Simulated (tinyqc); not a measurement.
Semiconductor laser, carrier and photon rate equations: course of the iteration: steady state by Newton steps.

Carrier density N and photon density S in one mode: dN/dt = F1 = eta I/(q V) - (A N + B N^2 + C N^3) - vg g S; dS/dt = F2 = G vg g S + G be B N^2 - S/tp, with g = g0 ln(N/Ntr)/(1 + ec S). Output power P = Fo Eph S V/(G tp). No heating, no carrier transport.

Jacobian, with a = g0/(N (1 + ec S)) and d = g/(1 + ec S): J11 = -(A + 2 B N + 3 C N^2) - vg a S, J12 = -vg d, J21 = G vg a S + 2 G be B N, J22 = G vg d - 1/tp. Solve J d = -F and add d to (N, S).

Stop when the largest change of (N, S) is below 1e-9, or after 40 iterations. N is counted in 1e18 and S in 1e15 cm^-3, and S must be positive.

Inputs (values chosen for the exercise): active volume V = 4.5e-12 cm^3; confinement factor G = 0.033; group velocity vg = 7.32e9 cm/s; gain coefficient g0 = 1100 1/cm; transparency density Ntr = 2.5e18 cm^-3; gain compression ec = 2.1e-17 cm^3; photon lifetime tp = 3.1 ps; defect recombination coefficient A = 6.7e7 1/s; radiative coefficient B = 8.6e-11 cm^3/s; Auger coefficient C = 2.1e-30 cm^6/s; share of spontaneous emission into the mode be = 0.00076; injection efficiency eta = 0.8; drive current I = 29 mA.

Constants: q = 1.602176634e-19 C. Results are converted to the units shown.

(N, S) at the start (Nth and the estimate of S): N (1e18 cm^-3) 8.417, S (1e15 cm^-3) 2.48

Course of the iteration:
```
iteration	S (1e15 cm^-3)	largest |change| of one entry
1	2.38491	0.490
2	2.37450	0.0325
3	2.37445	1.92e-4
4	2.37445	6.28e-9
5	2.37445	0
```

Did this iteration meet its convergence test, and what does its course show?

Yes. Converged in 5 iterations. At the end the number of correct digits about doubles with each step.

Computed by the program tinyqc: `OMP_NUM_THREADS=1 python tinyqc.py 2840111 2840112 out.jsonl`, one thread of a shared Intel Xeon 2.30GHz, about 0.01 s for the whole run.
